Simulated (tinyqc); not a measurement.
Stoner model of a band ferromagnet: one step. The ground state.

Density of states per atom and spin: flat with a rise to the top, D(e) = (M/W) [1 - sp + 4 sp (e/W + 1/2)^3]. Levels e -/+ I m/2 for up and down spin, m = n_up - n_down, n_up + n_down = nd. At zero temperature e(N) is the energy below which N states lie, and E(m) = sum over spins of integral e D de - I m^2/4.

Values chosen for the exercise:
- W = 5 eV (band width, e from -W/2 to W/2)
- M = 5 (states per atom and spin)
- nd = 8.01 (electrons per atom)
- sp = 0.37 (shape parameter)
- I = 0.53 eV (Stoner parameter)

Question. Take the lowest of E(0), the stationary points e(n_up) - e(n_down) = I m, and saturation.

Give: m; exchange splitting I m; E - E(0); n_up, n_down.

Answer.

m = 0.000 muB
exchange splitting I m = 0.000 eV
E - E(0) = 0.0 meV

n_up, n_down: 4.005  4.005

The ground state is not magnetic.

Computed by tinyqc, a small Python program: `OMP_NUM_THREADS=1 python tinyqc.py 1682436 1682437 out.jsonl` (the numbers bound the seed that draws the inputs); one thread of a shared host (Intel(R) Xeon(R) Processor @ 2.30GHz), about 0.1 s for the whole set of steps.
